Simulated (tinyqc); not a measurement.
Bandgap voltage reference from two bipolar transistors: two steps of the calculation.

Two transistors of area 1 and N carry the same current I. Is(T) = Is (T/T0)^eta exp[(Vg0 q/kB)(1/T0 - 1/T)], VBE1 = Vt ln(I/Is(T)) + I rb, VBE2 = Vt ln(I/(N Is(T))) + I rb/N. The amplifier forces I R1(T) = VBE1 - VBE2 + Vos, with R(T) = R (1 + tc (T - T0)) for both resistors, and the output is Vref = VBE1 + I R2(T). Base currents and the Early effect are neglected.

Values chosen for this exercise; values of the order met in silicon bipolar transistors: reference temperature T0 = 323 K; band-gap voltage extrapolated to 0 K Vg0 = 1.207 V; temperature exponent of the saturation current eta = 3.4; saturation current of the unit transistor at T0 Is = 1.6e-18 A; area ratio of the second transistor N = 8; resistor across which the difference of VBE falls, at T0 R1 = 13 kohm; temperature coefficient of both resistors tc = 1000 ppm/K; offset of the amplifier Vos = -1.6 mV; series resistance of the unit transistor rb = 0 ohm; output resistor at T0 R2 = 111.2 kohm; temperature T = 398 K.

Constants: q = 1.602176634e-19 C, kB = 1.380649e-23 J/K. Results are converted to the units shown.

Question 1. Operating point at another temperature. Vt = kB T/q; I = (Vt ln N + Vos)/(R1(T) - rb (1 - 1/N)).

Give: Vt; I; Is(T); VBE1; I R2; Vref.

Answer 1.

Vt = 0.034297 V
I = 4.9888 uA
Is(T) = 1.1517e-14 A
VBE1 = 0.68205 V
I R2 = 0.59636 V
Vref = 1.2784 V

From T0 to T, VBE1 changes by -115 mV and I R2 by 115 mV, which leaves 0.224 mV in Vref.

Question 2. Resistor for zero slope at T0, ideal case. With tc = 0, Vos = 0 and rb = 0 the current is proportional to T, dVBE/dT = (VBE - Vg0 - (eta - 1) Vt)/T, and Vref has zero slope at T0 when Vref = Vg0 + (eta - 1) Vt0. Find VBE1, its slope, that Vref, R2/R1 and the curvature d2Vref/dT2 = -(eta - 1) kB/(q T0).

Find: VBE1; dVBE/dT; Vref; R2/R1; curvature.

Answer 2.

VBE1 = 0.79757 V
dVBE/dT = -1.4744 mV/K
Vref = 1.2738 V
R2/R1 = 8.2281
curvature = -0.64030 uV/K^2

tinyqc, about 0.02 s, one thread, Intel Xeon 2.30GHz (shared host): `OMP_NUM_THREADS=1 python tinyqc.py 2062122 2062123 out.jsonl`
